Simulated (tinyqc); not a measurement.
Three bands against the two-band Dirac model at K: three-band tight binding of a dichalcogenide monolayer.

Basis dz2, dxy, dx2-y2 on a triangular lattice, nearest neighbours; alpha = kx a/2, beta = sqrt3 ky a/2. h0 = e1 + 2 t0 (cos 2alpha + 2 cos alpha cos beta); h1 = -2 sqrt3 t2 sin alpha sin beta + 2i t1 (sin 2alpha + sin alpha cos beta); h2 = 2 t2 (cos 2alpha - cos alpha cos beta) + 2i sqrt3 t1 cos alpha sin beta; h11 = e2 + 2 t11 cos 2alpha + (t11 + 3 t22) cos alpha cos beta; h22 = e2 + 2 t22 cos 2alpha + (3 t11 + t22) cos alpha cos beta; h12 = sqrt3 (t22 - t11) sin alpha sin beta + 4i t12 sin alpha (cos alpha - cos beta) + i lam sz. H = [[h0, h1, h2], [., h11, h12], [., ., h22]], Hermitian; the lowest band of each spin is filled. K = (4 pi/3a, 0), M = (pi/a, pi/(sqrt3 a)).

Constants: hbar^2/2m0 = 3.80998211 eV angstrom^2.

Values chosen for the exercise (near a published set for monolayer WS2; the results hold for these values, not for the real material):
```
symbol  value   unit      meaning
a       3.192   angstrom  lattice constant
e1      1.141   eV        level of dz2
e2      2.255   eV        level of dxy and dx2-y2
t0      -0.205  eV        hopping
t1      0.566   eV        hopping
t2      0.539   eV        hopping
t11     0.287   eV        hopping
t12     0.38    eV        hopping
t22     -0.062  eV        hopping
lam     0.212   eV        spin-orbit constant
```

Masses from central differences along kx with step 0.002 1/angstrom, c = hbar^2/2m0; Berry curvature of the valence band from a counter-clockwise plaquette of side 0.001 1/angstrom, Omega = -arg(product of overlaps)/area. Two-band model: coupling A = (3 a/(2 sqrt2))(t1 + sqrt3 t2) between valence and conduction states, mass c G/A^2 for both, Omega_v = 2 A^2/G^2. sz = 0 drops the spin-orbit term.

At K:
```
sz  G (eV)  m_c (m0)  m_v (m0)  two-band mass  Omega_v (angstrom^2)  two-band Omega
1   1.6010     0.278     0.353          0.237                19.774          20.111
0   1.8130     0.319     0.430          0.268                15.414          15.683
-1  2.0250     0.363     0.521          0.299                12.352          12.571
```

A = 5.0770 eV angstrom

What does the comparison show, and why?

Without spin-orbit coupling the electron mass is 0.319 and the hole mass 0.430, against 0.268 for both in the two-band model: the third band and the curvature of the diagonal terms break the symmetry. The Berry curvature is -1.7 % from the two-band value. The smaller gap (sz = +1) has the larger curvature, by a factor 1.60.

Computed by tinyqc, a small Python program: `OMP_NUM_THREADS=1 python tinyqc.py 1450527 1450528 out.jsonl` (the numbers bound the seed that draws the inputs); one thread of a shared host (Intel(R) Xeon(R) Processor @ 2.30GHz), about 0.02 s for the whole set of steps.
